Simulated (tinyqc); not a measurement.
From results back to parameters: five-level k.p model folded onto the conduction band. Two cases, with inputs chosen for the exercise.

Problem. The levels are known; the mass and the g factor at E = Eg are given. Find Ep and Ep2.

Second-order sums for the lowest conduction level at E: 1/m = 1 + Cm + (Ep/3)(2/E + 1/(E + Dso)) - (Ep2/3)(2/(E7 + D2 - E) + 1/(E7 - E)); g/2 = 1 + Cg - (Ep/3)(1/E - 1/(E + Dso)) - (Ep2/3)(1/(E7 - E) - 1/(E7 + D2 - E)). E is counted from the top of the valence band; E = Eg at the edge.

Case 1.

Values chosen (near those of GaAs; not measured data):
- Eg = 1.507 eV (gap at Gamma to the s-like level)
- Dso = 0.343 eV (spin-orbit splitting)
- E7 = 4.49 eV (upper Gamma7 conduction level, from the valence top)
- D2 = 0.16 eV (its spin-orbit splitting, Gamma8 above Gamma7)
- Cm = -0.4 (remote term in 1/m)
- Cg = -0.02 (remote term in g/2)

m = 0.06790497 m0
g = -0.192937

Case 2.

Values chosen (near those of GaAs; not measured data):
- Eg = 1.528 eV (gap at Gamma to the s-like level)
- Dso = 0.34 eV (spin-orbit splitting)
- E7 = 4.62 eV (upper Gamma7 conduction level, from the valence top)
- D2 = 0.16 eV (its spin-orbit splitting, Gamma8 above Gamma7)
- Cm = -0.4 (remote term in 1/m)
- Cg = -0.02 (remote term in g/2)

m = 0.06602612 m0
g = -0.143453

Find: coefficients of (Ep, Ep2); right-hand sides 1/m - 1 - Cm and 1 + Cg - g/2; Ep, Ep2.

Solution. Both sums are linear in Ep and Ep2, so two equations fix them.

Case 1.

coefficients of (Ep, Ep2) (1/eV):
```
         1         2
1  0.62256  -0.32386
2  0.04101   0.00569
```

right-hand sides 1/m - 1 - Cm and 1 + Cg - g/2: 14.1265  1.0765

Ep, Ep2 (eV): 25.50  5.40

Case 2.

coefficients of (Ep, Ep2) (1/eV):
```
         1         2
1  0.61474  -0.31281
2  0.03971   0.00530
```

right-hand sides 1/m - 1 - Cm and 1 + Cg - g/2: 14.5455  1.0517

Ep, Ep2 (eV): 25.90  4.40

Computed by tinyqc, one run a case: `OMP_NUM_THREADS=1 python tinyqc.py N N+1 out.jsonl` with N = 1050544, 1050565; one thread of a shared Intel(R) Xeon(R) Processor @ 2.30GHz, about 0.01 s a run at most.
